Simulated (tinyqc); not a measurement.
Threshold of a short bulk MOSFET: charge sharing, barrier lowering, narrow width: two steps of the calculation.

n-channel device on a p-type body, depletion approximation, full ionisation. Uniform doping N = Na. Vbi from Boltzmann statistics is rough for the degenerate source. Cox = eps0 eox/tox.

Inputs (values chosen for the exercise); band and dielectric values close to those of silicon: temperature T = 300 K; band gap Eg = 1.11 eV; relative permittivity eps_r = 11.7; conduction-band density of states at T Nc = 2.76e19 cm^-3; valence-band density of states at T Nv = 2.65e19 cm^-3; relative permittivity of the gate insulator (close to hafnium oxide) eox = 22.2; insulator thickness tox = 18 nm; channel doping Na = 1.1e17 cm^-3; source and drain doping Nsd = 1e20 cm^-3; flat-band voltage for the doping Na Vfb = -0.94 V; junction depth xj = 23 nm; body-source voltage Vbs = 0 V; drain-source voltage Vds = 0.05 V; gate width W = 390 nm; shape factor of the fringing depletion at the width edges xw = 1.5708; channel length L = 220 nm.

Constants: q = 1.602176634e-19 C, kB = 1.380649e-23 J/K, Vt = kB T/q, eps0 = 8.8541878128e-14 F/cm where lengths are in cm. Results are converted to the units shown.

Task 1. Long-channel threshold and scales. ni = sqrt(Nc Nv) exp(-Eg/(2 Vt)), Eg in volts; 2 pB = 2 Vt ln(N/ni); flat band Vfb - Vt ln(N/Na); Wd = sqrt(2 eps0 eps_r (2 pB - Vbs)/(q N)); body term q N Wd/Cox; long-channel VT0 = flat band + 2 pB + body term; Vbi = Vt ln(N Nsd/ni^2); scale length l = sqrt((eps_r/eox) tox Wd).

Find: N; 2 pB; flat band; Wd; body term; VT0; Vbi; l.

Result 1.

N = 1.1000e17 cm^-3
2 pB = 0.82538 V
flat band = -0.94000 V
Wd = 98.505 nm
body term = 0.15898 V
VT0 = 0.044358 V
Vbi = 1.0015 V
l = 30.569 nm

Task 2. Short-channel and narrow-width shifts. Charge sharing (trapezoid; it ignores Vds): F = (xj/L)(sqrt(1 + 2 Wd/xj) - 1), lowering = body term times F. Barrier lowering: th = exp(-L/(2 l)) + 2 exp(-L/l), lowering = th [2 (Vbi - 2 pB) + Vds], DIBL = th. Narrow width: rise = body term times xw Wd/W. VT by each model = VT0 - lowering + rise.

2 pB = 0.82538214 V
Wd = 98.505003 nm
body term = 0.15897622 V
VT0 = 0.044358362 V
Vbi = 1.0014975 V
l = 30.569043 nm

Wanted: F; lowering by charge sharing; th; lowering of the barrier; DIBL; narrow-width rise; VT, charge sharing; VT, barrier lowering.

Result 2.

F = 0.2188
lowering by charge sharing = 34.78 mV
th = 0.02887
lowering of the barrier = 11.61 mV
DIBL = 28.87 mV/V
narrow-width rise = 63.07 mV
VT, charge sharing = 0.07265 V
VT, barrier lowering = 0.09582 V

L is 7.20 scale lengths. The charge-sharing lowering is 3.00 times the barrier lowering; the first falls off as 1/L and the second exponentially. Both describe the same loss of gate control, so they are alternatives and are not added.

tinyqc, about 0.01 s, one thread, Intel Xeon 2.30GHz (shared host): `OMP_NUM_THREADS=1 python tinyqc.py 2002115 2002116 out.jsonl`
